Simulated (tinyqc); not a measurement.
# Hexagonal on-chip spiral inductor, lumped pi model: two studies

Outer diameter do = di + 2 n wd + 2 (n - 1) sp, mean da = (do + di)/2, fill p = (do - di)/(do + di), length l = 3.464 n da. L = 2.33 mu0 n^2 da/(1 + 3.82 p), mu0 = 4 pi 1e-7 H/m. Rs = rho l/(wd delta (1 - exp(-th/delta))), delta = sqrt(rho/(pi f mu0)). Cs = n wd^2 eps0 eo/hu across the coil. At each end Cox = l wd eps0 eo/(2 ho) leads to the substrate branch Rsi = 2 rs he/(l wd) in parallel with Csi = l wd eps0 11.7/(2 he). With one end grounded Y = 1/(Rs + i w L) + i w Cs + 1/[1/(i w Cox) + 1/(1/Rsi + i w Csi)], w = 2 pi f; Q = -Im Y/Re Y. Eddy currents in neighbouring turns and in the substrate are left out.

Parameters, values chosen for the exercise; values of the order met in silicon radio-frequency processes: number of turns n = 1.5; line width wd = 15 um; space between turns sp = 3 um; inner diameter di = 40 um; metal thickness th = 0.9 um; metal resistivity rho = 1.9 uohm cm; oxide below the coil ho = 8.2 um; oxide between coil and underpass hu = 0.9 um; relative permittivity of the oxide eo = 3.9; substrate resistivity rs = 1000 ohm cm; effective spreading depth in the substrate he = 30 um; frequency f = 3.6 GHz.

Constants: eps0 = 8.8541878128e-12 F/m. Results are converted to the units shown.

Each table varies one quantity; the others keep the values above.

## Quality factor against frequency

Apparent inductance Im(1/Y)/w; share of the loss Re(substrate branch)/Re Y.

Quality factor against frequency:

| f (GHz) | Rs (ohm) | w L/Rs | Q | apparent inductance (nH) | loss in the substrate (%) |
|---|---|---|---|---|---|
| 1.5 | 0.59541 | 2.7437 | 2.7428 | 0.17337 | 0.0012716 |
| 2.5 | 0.63612 | 4.2802 | 4.2766 | 0.17345 | 0.0030820 |
| 4 | 0.68600 | 6.3503 | 6.3372 | 0.17366 | 0.0071127 |
| 6.6 | 0.75720 | 9.4926 | 9.4404 | 0.17424 | 0.017310 |
| 11 | 0.85650 | 13.987 | 13.775 | 0.17589 | 0.042250 |
| 18 | 0.98792 | 19.843 | 19.044 | 0.18038 | 0.097780 |
| 29 | 1.1615 | 27.192 | 24.368 | 0.19293 | 0.21537 |
| 47 | 1.4004 | 36.550 | 26.649 | 0.23646 | 0.46771 |
| 77 | 1.7322 | 48.412 | 13.531 | 0.61083 | 1.0091 |

Read the table: what changes, and by how much?

Q goes from 2.74 through a maximum of 26.6 (at f = 47 GHz among the rows listed) to 13.5; the exact peak is 26.8 at 43.4 GHz and Q reaches zero at the self-resonance, 90.9 GHz. The share of the substrate rises from 0.00127 to 1.01 %, and the apparent inductance ends at 3.52 times L. At the peak the substrate takes 0.412 % of the loss. For f = 77 the coil is longer than 0.15 of a wavelength in the oxide, where one lumped section is rough.

## Effect of the line width

Same model as above.

Peak Q and its frequency from a search over f; self-resonance where Im Y = 0; Q at the given f (negative beyond resonance).

Effect of the line width:

| wd (um) | L (nH) | do (um) | peak Q | f of the peak (GHz) | self-resonance (GHz) | Q at f |
|---|---|---|---|---|---|---|
| 2 | 0.2115 | 49.00 | 14.53 | 190.3 | 422.9 | 1.362 |
| 4 | 0.1952 | 55.00 | 19.69 | 120.2 | 264.2 | 2.355 |
| 6 | 0.1854 | 61.00 | 22.48 | 90.02 | 195.7 | 3.155 |
| 9 | 0.1775 | 70.00 | 24.80 | 66.14 | 141.7 | 4.158 |
| 13 | 0.1736 | 82.00 | 26.35 | 49.04 | 103.4 | 5.294 |
| 18 | 0.1743 | 97.00 | 27.24 | 36.94 | 76.66 | 6.546 |
| 25 | 0.1803 | 118.0 | 27.67 | 27.18 | 55.43 | 8.141 |

Read the table: what changes, and by how much?

As wd goes from 2 to 25, L goes from 0.211 through a minimum of 0.174 (at wd = 13 among the rows listed) to 0.180 nH, the peak Q rises from 14.5 to 27.7, its frequency falls from 190 to 27.2 GHz and the self-resonance falls from 423 to 55.4 GHz.

Program tinyqc, `OMP_NUM_THREADS=1 python tinyqc.py 2302070 2302071 out.jsonl`; Intel Xeon 2.30GHz, shared host, one thread, about 0.01 s.
